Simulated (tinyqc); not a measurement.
Inside a calculation. Model: capacitance measurement on a leaky thin oxide: effects of series resistance and leakage.

Numbers from tinyqc (`OMP_NUM_THREADS=1 python tinyqc.py 2022140 2022141 out.jsonl`; about 0.01 s on one thread of a shared Intel Xeon 2.30GHz). Printed values are rounded.

The device is a capacitance C in parallel with a leakage conductance G, in series with Rs and Ls. An impedance meter reports either a parallel pair (Cp, Gp) from Y = 1/Z = Gp + i w Cp or a series pair (Cs, Rm) from Z = Rm + 1/(i w Cs); w = 2 pi f, dissipation D = Gp/(w |Cp|).

Inputs (values chosen for the exercise); values of the order met in thin-oxide MOS capacitors: relative permittivity of the gate insulator (close to silicon dioxide) eox = 3.9; insulator thickness tox = 1.5 nm; gate area A = 2500 um^2; oxide-equivalent thickness added by the accumulation layer zc = 0.34 nm; oxide-equivalent thickness added by gate depletion zp = 0 nm; gate leakage current density, not matched to the thickness Jg = 0.00033 A/cm^2; voltage for an e-fold rise of the leakage Vs = 0.44 V; series resistance Rs = 5.1 ohm; series inductance Ls = 0 nH; measuring frequency f = 2e5 Hz.

Constants: eps0 = 8.8541878128e-14 F/cm where lengths are in cm. Results are converted to the units shown.

## True capacitance and conductance

EOT = 3.9 tox/eox; CET = EOT + zc + zp; C = 3.9 eps0 A/CET; G = Jg A/Vs.

EOT = 1.5 nm
CET = 1.84 nm
C = 46.91757 pF
G = 0.01875 uS

## What the meter reports

Z = Rs + i w Ls + 1/(G + i w C).

Z = (0.001049-1.696112i) x 1e4 ohm
Cp = 46.91756 pF
Gp = 0.03647804 uS
Cs = 46.91758 pF
D = 6.187087e-4

Cp is within 0.01 % of C and Cs is within 0.01 % of it; G Rs = 9.56e-8, w C Rs = 3.01e-4 and G/(w C) = 3.18e-4.
